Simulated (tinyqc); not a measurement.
Worked calculation: one-electron ion in a basis of Gaussians. Computed by tinyqc, a small Python program that keeps every step. Settings: Z = 5, l = 0. Command: `OMP_NUM_THREADS=1 python tinyqc.py 28687 28688 out.jsonl` (the two numbers bound the seeds that draw the settings). One thread of a shared host (Intel(R) Xeon(R) Processor @ 2.60GHz), about 0.01 s of CPU time with the checks.

## Matrices over normalised Gaussians

exponents of r^l exp(-a r^2) (1/bohr^2): 2.274000  10.660000  49.980000

Z = 5

l = 0

With p = a_i + a_j and I(k) = Gamma((k+1)/2) / (2 p^((k+1)/2)): S = I(2l+2), T = (2l+3) a_i a_j S / p, V = -Z I(2l+1), each divided by sqrt(S_ii S_jj).

S, lower triangle:
```
          1         2         3
1  1.000000
2  0.664288  1.000000
3  0.260649  0.664234  1.000000
```

T (hartree), lower triangle:
```
          1          2          3
1  3.411000
2  3.735016  15.990000
3  1.700764  17.508011  74.970000
```

V (hartree), lower triangle:
```
            1           2           3
1  -12.031930
2  -13.478698  -26.050656
3  -10.630178  -29.182733  -56.407673
```

## Generalised eigenproblem

H = T + V (hartree), lower triangle:
```
           1           2          3
1  -8.620930
2  -9.743682  -10.060656
3  -8.929414  -11.674721  18.562327
```

Solve H C = S C e through S^(-1/2); each column has its largest component positive (the first on a tie).

eigenvalues of S: 0.181920  0.739351  2.078728

eigenvalues (hartree): -12.313666  0.978115  61.370305

coefficients:
```
          1          2          3
1  0.457620   1.241626   0.497521
2  0.544882  -1.062031  -1.381596
3  0.146463  -0.095846   1.402742
```

For Z = 5 and l = 0 the exact lowest level is -Z^2/(2 n^2) with n = l + 1: -12.500000 hartree.
